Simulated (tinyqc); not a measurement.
# Junctionless gate-all-around wire, depletion approximation: effects of single changes

A uniformly doped n-type wire of radius R under a surrounding gate; long channel. Below flat band a shell from radius rc to R is fully depleted and the neutral core, at channel potential V (0 at the source, Vd at the drain), carries the current with constant mobility; s = (rc/R)^2 is the share of the cross-section that conducts. The edge of the depleted shell is taken as abrupt, so there is no subthreshold current.

Parameters, values chosen for the exercise; material values close to those of silicon: relative permittivity of the semiconductor eps_r = 11.6; relative permittivity of the gate insulator eox = 22; insulator thickness tox = 9.7 nm; wire radius R = 10 nm; donor density Nd = 1.9e19 cm^-3; flat-band voltage Vfb = 0.93 V; effective mobility in the wire mu = 38 cm^2/(V s); gate length L = 0.5 um; gate voltage Vg = 0.4 V.

Constants: q = 1.602176634e-19 C, eps0 = 8.8541878128e-14 F/cm where lengths are in cm. Results are converted to the units shown.

Each table varies one quantity; the others keep the values above.

## Effect of the donor density on the threshold

Cox = eps0 eox/(R ln(1 + tox/R)); A = q Nd R^2/(4 eps0 eps_r); B = q Nd R/(2 Cox); VT = Vfb - A - B. The flat-band conductance is G0 = q mu Nd pi R^2/L.

The same in every row: Cox (uF/cm^2) = 2.873.

Effect of the donor density on the threshold:
```
Nd (cm^-3)	A (V)	B (V)	VT (V)	G0 (uS)
2.4e18	0.09360	0.06692	0.7695	0.9181
4e18	0.1560	0.1115	0.6625	1.530
6.9e18	0.2691	0.1924	0.4685	2.640
1.2e19	0.4680	0.3346	0.1274	4.590
2e19	0.7800	0.5577	-0.4076	7.651
3.4e19	1.326	0.9481	-1.344	13.01
5.7e19	2.223	1.589	-2.882	21.80
```

As Nd goes from 2.4e18 to 5.7e19 cm^-3, VT falls from 0.769 to -2.88 V and G0 rises from 0.918 to 21.8 uS. A + B goes on average as Nd^(1.00). The device is normally off (VT > 0) in 4 of the 7 rows. More conductance costs threshold voltage: the same dopants that conduct must be depleted. For Nd = 2e19 to 5.7e19 cm^-3 the surface field at full depletion passes 1.5 MV/cm, where tunnelling or breakdown may set in.

## Output curve

s solves Vfb - Vg + V = A (1 - s + s ln s) + B (1 - s), and s = 0 where the left side exceeds A + B. I = (q mu Nd pi R^2/L)[g(s0) - g(sL)], g = A (s^2/4 - (s^2/2) ln s) + B s^2/2, with s0 at V = 0 and sL at V = Vd.

Output curve:
```
Vd (V)	sL	I (uA)	I/Vd (uS)
0.123	0.2785	0.2882	2.343
0.243	0.2030	0.4974	2.047
0.362	0.1384	0.6443	1.780
0.482	0.08309	0.7402	1.536
0.601	0.03780	0.7918	1.317
0.721	0.003639	0.8088	1.122
0.84	0	0.8091	0.9632
0.96	0	0.8091	0.8428
```

The current rises from 0.288 to 0.809 uA; the conducting share at the drain falls from 0.279 to 0. The core closes at Vd = Vg - VT = 0.741 V, and the current is constant beyond.

Numbers from tinyqc (`OMP_NUM_THREADS=1 python tinyqc.py 2460047 2460048 out.jsonl`; about 0.01 s on one thread of a shared Intel Xeon 2.30GHz).
